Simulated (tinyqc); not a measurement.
# From one set of inputs to another, one input at a time

Model: time-dependent dielectric breakdown: cell percolation, Weibull statistics, area scaling and voltage extrapolation. Computed by tinyqc, a small Python program. Command: `OMP_NUM_THREADS=1 python tinyqc.py 3015024 3015025 out.jsonl tddb ladder`. One thread of a shared host (Intel(R) Xeon(R) Processor @ 2.30GHz), about 0.01 s of CPU time with the checks.

The oxide is divided into columns of area a^2, each holding m = t_ox/a cells (m is taken as continuous). A share lambda(t) = (t/t_1)^alpha of the cells is defective, and a column whose cells are all defective breaks down.

The inputs printed are set A. Inputs not listed in the table keep their values of set A, so the rows need not describe a real material.

Inputs (values chosen for the exercise, for a model gate oxide):
```
quantity                                                   value  unit
oxide thickness t_ox                                         1.6    nm
defect cell size a                                           1.4    nm
exponent alpha of defect growth                              0.9     -
time t_1 at which the occupied share would reach 1       1.2e+07     s
test area A                                                 0.08  um^2
product area A_u                                           1e+06  um^2
stress voltage V                                            2.33     V
use voltage V_u                                              1.3     V
local exponent n = -d ln t/d ln V at the stress voltage       29     -
activation energy E_a                                       0.84    eV
stress temperature T                                         105     C
use temperature T_u                                           85     C
allowed failure fraction F                                0.0001     -
```

Voltage law used: power.

Constants: k_B = 8.617333262e-05 eV/K.

Method:
- Failure fraction F = 1 - (1 - lambda^m)^N with N = A/a^2 columns, which for small lambda^m is 1 - exp(-(t/t63)^beta) with beta = alpha m and t63 = t_1 N^(-1/beta); critical share lambda(t63) = N^(-1/m). 1 um^2 = 1e6 nm^2.
- All three voltage laws share the slope n at the stress voltage. Factor t(V_u)/t(V): E law exp(n (1 - V_u/V)); 1/E law exp(n (V/V_u - 1)); power law (V/V_u)^n.
- Temperatures in kelvin are T(C) + 273.15.
- Temperature factor exp[(E_a/k_B)(1/T_u - 1/T)]; area factor (A/A_u)^(1/beta); percentile factor (-ln(1 - F))^(1/beta); life = t63 x all four; 1 year = 3.15576e7 s.

Each row keeps all changes above it:
```
input moved                                                  from       to  characteristic life t63 (s)  projected life (years)  critical share of defective cells
set A                                                           -        -                          395              1.9178e-08                          0.0000924
oxide thickness t_ox (nm)                                     1.6      3.2                        68834              8.2890e-01                          0.0096108
defect cell size a (nm)                                       1.4      1.5                        51158              2.5369e-01                          0.0073580
use voltage V_u (V)                                           1.3      2.3                        51158              1.6541e-08                          0.0073580
test area A (um^2)                                           0.08      0.1                        45545              1.6541e-08                          0.0066273
product area A_u (um^2)                                   1000000  6000000                        45545              6.5054e-09                          0.0066273
time t_1 at which the occupied share would reach 1 (s)   12000000   490000                         1860              2.6564e-10                          0.0066273
local exponent n = -d ln t/d ln V at the stress voltage        29       43                         1860              3.1848e-10                          0.0066273
```

Where does the difference come from?

Characteristic life t63 goes from 395 to 1860, a factor 4.71 in all. The largest single move comes from oxide thickness t_ox (a factor 174), and time t_1 at which the occupied share would reach 1 works against it (a factor 0.0408). Projected life goes from 1.92e-8 to 3.18e-10, a factor 0.0166 in all. The largest single move comes from oxide thickness t_ox (a factor 4.32e7), but it runs against the net change; the largest move in the direction of the net change is use voltage V_u (a factor 6.52e-8). Critical share of defective cells goes from 9.24e-5 to 0.00663, a factor 71.7 in all. The largest single move comes from oxide thickness t_ox (a factor 104). The single moves hold for this order of the switches; the total does not depend on the order.

Caution (all rows): t_1 is an input here; in a real oxide it changes with thickness at fixed voltage.

Extremes, crossings and ranges named in words are read from the listed rows.
